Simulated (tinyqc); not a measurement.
# Resistance of a source-drain extension with a graded tip: two studies

y runs along the channel, the gate covers y > 0. The doping is N0 for y < y0 and N0 10^(-(y - y0)/la) beyond, uniform over the depth xj. Sheet conductance s(y) = q mu(N) max(N - Nch, 0) xj + (for y > 0) ma Cox Vo, with mu(N) = u0 + (u1 - u0)/(1 + (N/Nr)^au) and Cox = eps0 eox/tox. Current is taken as one-dimensional; depletion of the tip, spreading and the contact are left out. The metallurgical junction lies at yj, where N = Nch.

Parameters, values chosen for the exercise; mobility law close to that of electrons in silicon: relative permittivity of the gate insulator (close to silicon nitride) eox = 7.59; insulator thickness tox = 1.9 nm; active doping of the extension far from the gate N0 = 9.9e19 cm^-3; lateral abruptness la = 4.4 nm/decade; depth of the extension xj = 13 nm; channel doping Nch = 1.1e18 cm^-3; spacer length Ls = 23 nm; gate overdrive Vo = 0.66 V; mobility of the gate-induced layer ma = 88 cm^2/(V s); mobility at low doping u1 = 1414 cm^2/(V s); mobility at high doping u0 = 68.5 cm^2/(V s); reference doping Nr = 9.2e16 cm^-3; exponent au = 0.711; gate length Lg = 90 nm.

Constants: q = 1.602176634e-19 C, eps0 = 8.8541878128e-14 F/cm where lengths are in cm. Results are converted to the units shown.

Each table varies one quantity; the others keep the values above.

## Abruptness at a fixed junction position

R_spacer = integral of dy/s from -Ls to 0, R_ov from 0 to yj, R_channel = (Lg - 2 yj)/(ma Cox Vo), R_total = 2 R_spacer + 2 R_ov + R_channel. Electrical length L_eff = ma Cox dR_total/d(1/Vo); R_series = R_total - L_eff/(ma Cox Vo). y0 is moved with la so that yj stays at 9.9987 nm.

The same in every row: yj (nm) = 9.999; R_channel (ohm um) = 340.8.

Abruptness at a fixed junction position:
```
la (nm/decade)  R_spacer (ohm um)  R_ov (ohm um)  R_total (ohm um)  L_eff (nm)  R_series (ohm um)
1                           14.49          9.261             388.3       71.46              40.39
2.3                         14.49          14.05             397.8       73.02              42.38
3.6                         14.49          18.84             407.4       74.58              44.37
4.9                         14.49          23.63             417.0       76.14              46.37
6.1                         15.00          27.67             426.1       77.53              48.69
7.4                         17.30          30.95             437.3       78.86              53.37
8.7                         21.39          33.36             450.3       79.98              60.95
10                          27.10          35.18             465.3       80.90              71.52
```

As la goes from 1 to 10 nm/decade, R_total rises from 388 to 465 ohm um, R_spacer rises from 14.5 to 27.1 ohm um and R_ov rises from 9.26 to 35.2 ohm um. R_total changes on average by 8.56 ohm um for each nm/decade. L_eff exceeds the metallurgical length by 1.46 nm in the first row and 10.9 nm in the last, since the gate also controls the lightly doped tips.

## Effect of the position under the gate where the fall begins

Same model as above.

Effect of the position under the gate where the fall begins:
```
y0 (nm)  yj (nm)  R_spacer (ohm um)  R_ov (ohm um)  R_channel (ohm um)  R_total (ohm um)  L_eff (nm)  R_series (ohm um)
-6         2.599              30.98          10.47               412.8             495.7       88.41              65.35
-4         4.599              19.34          15.93               393.3             463.9       85.68              46.78
-2         6.599              15.34          19.29               373.9             443.1       82.17              43.12
0          8.599              14.49          21.00               354.4             425.4       78.30              44.22
2          10.60              14.49          22.12               334.9             408.1       74.36              46.19
4          12.60              14.49          23.24               315.4             390.9       70.41              48.17
6          14.60              14.49          24.35               296.0             373.7       66.46              50.14
8          16.60              14.49          25.47               276.5             356.4       62.51              52.12
```

As y0 goes from -6 to 8, R_total falls from 496 to 356 ohm um, L_eff falls from 88.4 to 62.5 nm and R_series goes from 65.3 through a minimum of 43.1 (at y0 = -2 among the rows listed) to 52.1 ohm um. More overlap also shortens the channel and adds capacitance, effects on threshold and speed that are left out.

Computed by the program tinyqc: `OMP_NUM_THREADS=1 python tinyqc.py 2282034 2282035 out.jsonl`, one thread of a shared Intel Xeon 2.30GHz, about 0.05 s for the whole run.
